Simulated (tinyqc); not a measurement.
What each parameter does: band-to-band tunnelling across a p-n junction in a two-band chain.

Sites alternate A at -Eg/2 and C at +Eg/2 with hopping -t; near the edges, with k counted from the zone boundary pi/a, E^2 = (Eg/2)^2 + (t a k)^2, so t = sqrt(c Eg/m)/a gives the mass m, c = hbar^2/2m0. In the gap cosh(q a) = 1 + (Eg^2/4 - e^2)/(2 t^2), e the energy from the local mid-gap. The potential is V0 = Eg + ov on the p side (left), 0 on the n side, and falls linearly over the 2N sites of the junction, V_j = V0 (1 - j/(2N + 1)), j = 1 to 2N, site 1 being A. E = Eg/2 + x ov. A half chain that ends on a site of level e1 with neighbour e2 has g = (1 + z)/(E - e1), z = exp(-/+ i k a) the root with Im g < 0, cos(k a) = (E - e1)(E - e2)/(2 t^2) - 1. S_L = t^2 g (ending on C, shifted by V0), S_R = t^2 g (starting on A). T = 4 Im(S_L) Im(S_R) |G_(1,2N)|^2.

Constants: hbar^2/2m0 = 3.80998211 eV angstrom^2.

Inputs chosen for the exercise (gap and mass near those of InAs; not measured data): Eg = 0.366 eV (gap); m = 0.0248 m0 (mass of electron and light hole); a = 4 angstrom (period (two sites)); ov = 0.48 eV (overlap: top of the valence band on the p side above the conduction edge on the n side); Nw = 20 (periods in the junction); x = 0.41 (energy above the n-side conduction edge, as a share of ov).

N = Nw; WKB exponent 2 I/F with I = pi Eg^2/(8 t a), F = V0/((2N + 1) a/2).

One parameter was then changed.

Results before and after:

| case | F (MV/cm) | exponent | log10 T of the chain |
|---|---|---|---|
| base | 1.0317 | 1.3599 | -0.5326 |
| changed | 1.0763 | 1.5039 | -0.5864 |

Which of these changes was made? (a) m = 0.02728 m0; (b) a = 4.5 angstrom; (c) Nw = 23; (d) ov = 0.53 eV; (e) Eg = 0.4026 eV; (f) x = 0.62.

Answer: (e) Eg = 0.4026 eV. Of the candidates, run in turn, only this one gives the changed row.

All candidates:

| case | F (MV/cm) | exponent | log10 T of the chain |
|---|---|---|---|
| base | 1.0317 | 1.3599 | -0.5326 |
| Eg = 0.4026 eV | 1.0763 | 1.5039 | -0.5864 |
| m = 0.02728 m0 | 1.0317 | 1.4263 | -0.5657 |
| ov = 0.53 eV | 1.0927 | 1.2840 | -0.5122 |
| Nw = 23 | 0.9000 | 1.5590 | -0.6321 |
| x = 0.62 | 1.0317 | 1.3599 | -0.5321 |
| a = 4.5 angstrom | 0.9171 | 1.5299 | -0.6175 |

Program tinyqc; command `OMP_NUM_THREADS=1 python tinyqc.py 1481245 1481246 out.jsonl`; about 0.01 s on one thread of a shared Intel(R) Xeon(R) Processor @ 2.30GHz.
